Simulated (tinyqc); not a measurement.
Threshold-voltage variability of a planar MOSFET, analytic estimates: effect of the gate length.

Three independent sources add in quadrature: random dopants in the depleted layer, metal-gate grains of two orientations, and roughness of the two gate edges acting through the roll-off VT = VT(long) - Vr exp(-L/l). These are first-order estimates: no three-dimensional electrostatics, no percolation.

ni = sqrt(Nc Nv) exp(-Eg/(2 Vt)), Eg in volts; Cox = 3.9 eps0/ti; Wd = sqrt(4 eps0 eps_r Vt ln(Na/ni)/(q Na)); dopants: s1 = (q/Cox) sqrt(Na Wd/(3 L W)). Grains: Ng = L W/G^2 (at least 1), s2 = dW sqrt(p (1 - p)/Ng). Edges, with exponential correlation and u = W/La: the mean gate length has sL^2 = 2 De^2 (2/u)[1 - (1 - exp(-u))/u]; s3 = sL (Vr/l) exp(-L/l). s = sqrt(s1^2 + s2^2 + s3^2). l and Vr are held fixed.

Parameters, values chosen for the exercise; material values close to those of silicon:
- T = 250 K (temperature)
- Eg = 1.11 eV (band gap)
- eps_r = 11.7 (relative permittivity of the semiconductor)
- Nc = 2.14e19 cm^-3 (conduction-band density of states at T)
- Nv = 2.05e19 cm^-3 (valence-band density of states at T)
- Na = 7.7e17 cm^-3 (channel doping)
- ti = 2.2 nm (oxide-equivalent thickness in inversion)
- W = 170 nm (gate width)
- G = 15 nm (metal grain size)
- dW = 0.2 eV (work-function difference of the two grain orientations)
- p = 0.3 (share of the orientation of higher work function)
- De = 1.8 nm (rms roughness of one gate edge)
- La = 30 nm (correlation length of the roughness)
- l = 17 nm (decay length of the threshold roll-off)
- Vr = 2.3 V (prefactor of the roll-off)

Constants: q = 1.602176634e-19 C, kB = 1.380649e-23 J/K, Vt = kB T/q, eps0 = 8.8541878128e-14 F/cm where lengths are in cm. Results are converted to the units shown.

Result of one run:
```
s1 (mV)  s2 (mV)  s3 (mV)  s (mV)  s sqrt(L W) (mV um)
8.004      10.60   0.5493   13.29                1.724
```

Which gate length L gave this result: 47, 57, 68, 99 or 140 nm?

L = 99 nm.

The whole series:
```
L (nm)  s1 (mV)  s2 (mV)  s3 (mV)  s (mV)  s sqrt(L W) (mV um)
39        12.75    16.88    18.73   28.26                2.301
47        11.62    15.38    11.70   22.55                2.015
57        10.55    13.97    6.498   18.67                1.838
68        9.657    12.79    3.402   16.38                1.761
82        8.794    11.64    1.493   14.67                1.732
99        8.004    10.60   0.5493   13.29                1.724
120       7.270    9.625   0.1597   12.06                1.723
140       6.730    8.911  0.04925   11.17                1.723
```

As L goes from 39 to 140 nm, s falls from 28.3 to 11.2 mV. The largest source is the edges in the first row and the grains in the last. The product s sqrt(L W) falls from 2.30 to 1.72 mV um: s1 and s2 go as 1/sqrt(L W), so the change comes from s3 alone. At L = 39 nm the depletion depth exceeds L, so source and drain share much of the charge and s1 is rough.

tinyqc, about 0.01 s, one thread, Intel Xeon 2.30GHz (shared host): `OMP_NUM_THREADS=1 python tinyqc.py 2090010 2090011 out.jsonl`
